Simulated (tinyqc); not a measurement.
# Thermal and gravitational stress in a wafer during furnace and rapid thermal processing, and the onset of slip, step by step

A worked calculation. Computed by tinyqc, a small Python program that keeps every step. Command: `OMP_NUM_THREADS=1 python tinyqc.py 3006243 3006244 out.jsonl slip walk`. One thread of a shared host (Intel(R) Xeon(R) Processor @ 2.30GHz), about 0.01 s of CPU time with the checks. Intermediate numbers are printed to about 6 digits and carried at full precision; extremes and crossings named in words are read from the listed rows.

A thin free disc in plane stress, isotropic; T(r) = T_centre + dT (r/R)^n. Stress is positive in tension; sigma_SB = 5.670374419e-8 W/(m^2 K^4), g = 9.80665 m/s^2.

Inputs (values chosen for the exercise, modelled on silicon):
```
quantity                              value        unit
wafer radius R                          100          mm
thickness t                             725  micrometre
Young's modulus E                       150         GPa
Poisson ratio nu                       0.27           -
expansion alpha                        4.25      1e-6/K
edge less centre temperature dT         -20           K
exponent n of the profile                16           -
temperature T                          1025           K
prefactor A of the critical stress  0.00043         MPa
energy U of the critical stress        1.06          eV
density rho                            2330      kg/m^3
heat capacity c                         942    J/(kg K)
conductivity k                         28.5     W/(m K)
wafer spacing s                          10          mm
ramp rate                               2.3       K/min
radius of the support ring over R      0.98           -
```

Temperature profile: edge zone, power law.

Constants: k_B = 8.617333262e-05 eV/K.

## Thermal stress

With x = r/R: s_rr = alpha E dT (1 - x^n)/(n + 2), s_tt = alpha E dT [1 - (n + 1) x^n]/(n + 2).

Temperature and stresses at r/R = 0, 0.3, 0.5, 0.7, 0.8, 0.9, 0.95, 1:
```
r/R   T - T_centre (K)  s_rr (MPa)  s_tt (MPa)
0.00            0.0000   -0.708333     -0.7083
0.30            0.0000   -0.708333     -0.7083
0.50           -0.0003   -0.708323     -0.7081
0.70           -0.0665   -0.705979     -0.6683
0.80           -0.5629   -0.688396     -0.3694
0.90           -3.7060   -0.577078      1.5230
0.95           -8.8025   -0.396577      4.5915
1.00          -20.0000    0.000000     11.3333
```

hoop stress at the edge = 11.3333 MPa

r/R where s_tt = 0 = 0.837716

The cold edge is stretched; the edge stress is n times that at the centre in size.

## Resolved stress round the edge

At the edge the stress is uniaxial along the tangent d = (cos phi, sin phi, 0) of a (001) wafer; the Schmid factor is the largest |(d.n)(d.b)| over the twelve {111}<110> systems.

Schmid factor and resolved stress at phi = 0, 7.5, 15, 22.5, 30, 37.5 and 45 degrees from [100]:
```
phi from [100] (degrees)  Schmid factor  resolved stress (MPa)
0.0                            0.408248                4.62681
7.5                            0.454124                5.14674
15.0                           0.482963                5.47358
22.5                           0.492799                5.58506
30.0                           0.482963                5.47358
37.5                           0.454124                5.14674
45.0                           0.408248                4.62681
```

The factor is 1/sqrt(6) = 0.408 along <100> and <110> and peaks at 0.4928 at 22.5 degrees, so slip, if any, starts at eight places between these directions.

## Slip criterion

Critical resolved stress tau_c = A exp(U/(k_B T)), a form chosen for the exercise; slip when 0.492799 |s_tt(R)| > tau_c; allowed |dT| = tau_c (n + 2)/(0.492799 n alpha E).

critical stress tau_c = 70.0385 MPa

resolved over critical stress = 0.0797427

allowed |dT| = 250.807 K

No slip; the margin is a factor 13. Caution: at lower temperature the exponential form overstates the strength: fracture from edge flaws comes first.

## Ramp rate in a batch furnace

In a stack heated from the rim, heat flows inward by conduction and by radiation between wafers: k_eff = k + (16/3) sigma_SB T^3 s^2/t (a diffusion estimate with the spacing as path length). A steady ramp gives the parabolic lag dT = rho c (ramp) R^2/(4 k_eff); the allowed ramp uses n = 2.

k_eff = 73.4204 W/(m K)

lag of the centre = 2.86488 K

allowed ramp rate = 357.963 K/min

Radiation carries 61 % of the inward flow. The ramp is 0.01 of the allowed one.

## Gravity

Own weight q = rho g t on a ring of radius b R, x = r/R: moments of an edge-supported plate, M_r = q R^2 (3 + nu)(1 - x^2)/16 and M_t = q R^2 [(3 + nu) - (1 + 3 nu) x^2]/16, less the uniform moment inside the ring load, q R^2 [(1 - nu)(1 - b^2) - 2 (1 + nu) ln b]/8; stress at the lower face = 6 M/t^2.

stress at the centre = 0.367509 MPa

radial stress at the ring = -0.00365833 MPa

hoop stress at the ring = 0.162062 MPa

The largest of these is 0.0026 tau_c when halved for shear. Point supports give far higher local stress than a ring.

## Position of the support ring

The formulas are those given above.

Stress at the lower face (MPa):
```
b        centre  radial at ring  hoop at ring  largest in size
0.40  -0.308605       -0.370440     -0.342832         0.370440
0.50  -0.159102       -0.255720     -0.212582         0.255720
0.60  -0.030657       -0.169787     -0.107668         0.169787
0.65   0.028184       -0.135100     -0.062196         0.135100
0.70   0.084325       -0.105046     -0.020495         0.105046
0.75   0.138258       -0.079132      0.017929         0.138258
0.80   0.190379       -0.056963      0.053471         0.190379
0.90   0.290429       -0.022613      0.117155         0.290429
1.00   0.386472        0.000000      0.172553         0.386472
```

Among these rows the largest stress is least, 0.105 MPa, for a ring at 0.7 R, 3.7 times below edge support: the overhang balances the sag of the centre. All values scale as R^2/t.

## Limits against temperature

The formulas are those given above.

For the parabolic profile:
```
T (K)  tau_c (MPa)  allowed |dT| (K)  k_eff (W/(m K))  allowed ramp (K/min)
1050       52.6314           335.061           76.788               281.334
1125       24.1024           153.440           87.892               147.467
1200       12.1695            77.473          100.580                85.206
1275        6.6589            42.392          114.958                53.287
1350        3.8961            24.803          131.130                35.564
1425        2.4119            15.355          149.203                25.051
1500        1.5664             9.972          169.282                18.459
```

From 1050 to 1500 K the allowed difference falls 34 times and the allowed ramp 15 times; radiation, which grows as T^3, gives back a factor 2.20. Ramps must slow as the wafer gets hotter.

Checks made by the program: force balance: the hoop stress integrates to zero (added to the edge stress) (relative difference below 1e-10).
